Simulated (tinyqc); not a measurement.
Pillar capacitor in an array: capacitance, non-linearity, leakage and relaxation: cell against the film thickness.

A film between two metal electrodes, each interface adding a series capacitance ci. The small-signal permittivity is ek (1 + aq E^2); the field is found with the linear permittivity. Leakage J = J0 sinh(E/Ef). After a voltage step the film passes a relaxation current kr C V tt^(-nr), tt being the time in seconds. The sidewall is a coaxial capacitor with radii a = dm/2 and b = dm/2 + t, depth AR dm; the end face is left out.

Per length 1/c = ln(b/a)/(2 pi eps0 ek) + (1/a + 1/b)/(2 pi ci); cell capacitance c AR dm; per footprint over pt^2; fields c V/(2 pi eps0 ek r) at r = a and b; resistance of the inner electrode rho AR dm/(pi a^2); time constant R C/3 of the distributed line.

Inputs (values chosen for the exercise); permittivity of the order of that of titanium dioxide: relative permittivity of the film ek = 85.2; capacitance of each electrode interface (dead layer and screening) ci = 1000 uF/cm^2; bias V = 2.4 V; diameter of the pillar dm = 87 nm; aspect ratio, depth over diameter AR = 70; pitch of the square array pt = 210 nm; resistivity of the inner electrode rho = 300 uohm cm.

Constants: eps0 = 8.8541878128e-14 F/cm where lengths are in cm. Results are converted to the units shown.

The same in every row: R (kohm) = 3.073.

Result of one run:
```
t (nm),cell capacitance (fF),per footprint (uF/cm^2),field at a (MV/cm),field at b (MV/cm),R C/3 (ps)
11,126.3,286.4,2.414,1.927,129.4
```

What becomes of these results when the film thickness t is changed from 11 to 6.3 nm, all else the same?

Result of the changed run:
```
t (nm),cell capacitance (fF),per footprint (uF/cm^2),field at a (MV/cm),field at b (MV/cm),R C/3 (ps)
6.3,208.4,472.6,3.983,3.480,213.5
```

The whole series:
```
t (nm),cell capacitance (fF),per footprint (uF/cm^2),field at a (MV/cm),field at b (MV/cm),R C/3 (ps)
4.7,272.6,618.1,5.210,4.702,279.2
6.3,208.4,472.6,3.983,3.480,213.5
8.5,158.9,360.3,3.037,2.541,162.8
11,126.3,286.4,2.414,1.927,129.4
15,96.45,218.7,1.843,1.371,98.81
21,72.75,165.0,1.390,0.9377,74.52
28,57.76,131.0,1.104,0.6717,59.18
```

As t goes from 4.7 to 28, the cell capacitance falls from 273 to 57.8 fF, the capacitance per footprint falls from 618 to 131 uF/cm^2, the ratio of the two fields rises from 1.11 to 1.64 and R C/3 falls from 279 to 59.2 ps; the time constant goes as t^(-0.92) between the first two rows and t^(-0.80) between the last two.

Computed by the program tinyqc: `OMP_NUM_THREADS=1 python tinyqc.py 2102004 2102005 out.jsonl`, one thread of a shared Intel Xeon 2.30GHz, about 0.01 s for the whole run.
